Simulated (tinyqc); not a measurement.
Two-step dopant diffusion (predeposition and drive-in) with a constant diffusivity: one step, computed by the program tinyqc.

Fick diffusion into a half space x > 0 whose background doping C_B is of the opposite type, so that a junction lies where C = C_B.

Question. Sheet resistance. Net dose Q_net = Q erf(x_j/(2 sqrt((Dt)2))) - C_B x_j; R_s = 1/(e mu Q_net), with every dopant ionised and one mobility.

Inputs (values chosen for the exercise, modelled on aluminium in silicon):
```
quantity                       value        unit
background doping C_B          6e+14      1/cm^3
predeposition temperature T1     900           C
drive-in temperature T2         1150           C
mean mobility in the layer mu    120  cm^2/(V s)
stand-by temperature             800           C
```

dose Q = 2.041818e+12 1/cm^2

junction depth x_j = 1.978590 um

drive-in budget (Dt)2 = 2.713272e-09 cm^2

Constants: e = 1.602176634e-19 C.

Give: net dose; sheet resistance R_s (Gaussian).

Answer.

net dose = 1.908e+12 1/cm^2

sheet resistance R_s (Gaussian) = 27255 ohm/square
